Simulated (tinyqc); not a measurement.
Composition of the buffer: band edges of strained Si(1-x)Ge(x) on relaxed Si(1-y)Ge(y).

Values are linear in the Ge fraction but for ED(x) = linear - CD x (1 - x) and a(x) = linear - Ca x (1 - x). Energies are on the common scale of Ev.

Coherent growth on a (001) face: e_par = (a(y) - a(x))/a(x), e_perp = -2 (C12/C11) e_par; exx = eyy = e_par, ezz = e_perp, no shear.

A valley with unit axis u lies at Ev + gap + (av + a_valley) tr(e) + Xu (u.e.u - tr(e)/3); the Delta axes are x, y, z and the L axes [111], [1-1-1], [-11-1], [-1-11]. The second-order shift of the Delta valleys under shear is left out; it lowers the pair normal to the sheared plane by tens of meV at a shear of 1 %.

Valence edges: Ev plus the levels of the 6 x 6 matrix of X, Y, Z times spin with -Dso/3 + l exx + m (eyy + ezz) on the diagonal (cyclic), n exy off it, l = av + 2 b, m = av - b, n = sqrt(3) d. Spin-orbit term (Dso/3) L.sigma on X, Y, Z with (L_k)_ij = -i epsilon_kij: <X+|H|Y+> = -i Dso/3, <X+|H|Z-> = Dso/3, <Y+|H|Z-> = -i Dso/3, <Z+|H|X-> = -Dso/3, <Z+|H|Y-> = i Dso/3, <X-|H|Y-> = i Dso/3, and their conjugates; + and - are the spin along z.

Values chosen for the exercise (end members near Si and Ge, in this order; not measured data):
- a = (5.433, 5.661) angstrom (lattice constant)
- Dso = (0.043, 0.292) eV (spin-orbit splitting)
- av = (2.44, 1.22) eV (valence hydrostatic potential)
- b = (-2.07, -2.54) eV (tetragonal shear potential)
- d = (-4.85, -5.31) eV (trigonal shear potential)
- C11 = (163.7, 128.6) GPa
- C12 = (63.4, 47.9) GPa
- C44 = (79.5, 66.9) GPa
- Ev = (0, 0.68) eV (top of the unstrained valence band)
- ED = (1.143, 0.922) eV (gap to the Delta valleys)
- EL = (2.004, 0.731) eV (gap to the L valleys)
- aD = (1.84, 1.2) eV (hydrostatic potential of the Delta gap)
- aL = (-3.34, -2.96) eV (hydrostatic potential of the L gap)
- XuD = (9.1, 9.31) eV (uniaxial potential, Delta)
- XuL = (16.2, 15.41) eV (uniaxial potential, L)
- CD = 0.207 eV (bowing of the Delta gap)
- Ca = 0.026 angstrom (bowing of the lattice constant)
- face = 001 (growth face)
- x = 0.78 (Ge fraction of the layer)

The layer is kept. dEc = Ec(buffer) - Ec(layer), dEv = Ev(layer) - Ev(buffer); buffer edges Ev(y) and Ev(y) + min(ED, EL). The digit behind Delta or L counts whole valleys.

Results:
```
y     e_par (%)  lowest valleys  gap (eV)  next valleys above (meV)  valence splitting (meV)  dEc (eV)  dEv (eV)
0.23      -2.24          Delta4     0.681                       320                      109    -0.053     0.428
0.34      -1.81          Delta4     0.729                       273                       99    -0.051     0.343
0.45      -1.38          Delta4     0.779                       224                       85    -0.044     0.258
0.56      -0.93          Delta4     0.830                       151                       65    -0.033     0.172
0.67      -0.47          Delta4     0.882                        76                       37    -0.019     0.086
0.89       0.48          Delta2     0.867                        78                       44     0.046    -0.042
1.00       0.97          Delta2     0.792                       128                       95     0.017    -0.078
```

What does the comparison show, and why?

The gap is 0.681 eV in the first row and 0.792 eV in the last, with its largest listed value, 0.882 eV, at y = 0.67: it peaks near the match y = x, since strain of either sign narrows it. The lowest valleys change: Delta4 to Delta2 between y = 0.67 and 0.89. Per 0.1 of y the valence offset moves by -66 meV on average; the conduction offset lies between -53 and +46 meV, not monotonically. Electrons and holes sit on opposite sides in every row (type II). Offsets below about 30 meV are within the spread of parameter sets, so those rows do not settle the type. Strains above 2 % can be kept only in layers of a few nanometres.

Computed by tinyqc, a small Python program: `OMP_NUM_THREADS=1 python tinyqc.py 1051077 1051078 out.jsonl` (the numbers bound the seed that draws the inputs); one thread of a shared host (Intel(R) Xeon(R) Processor @ 2.30GHz), about 0.01 s for the whole set of steps.
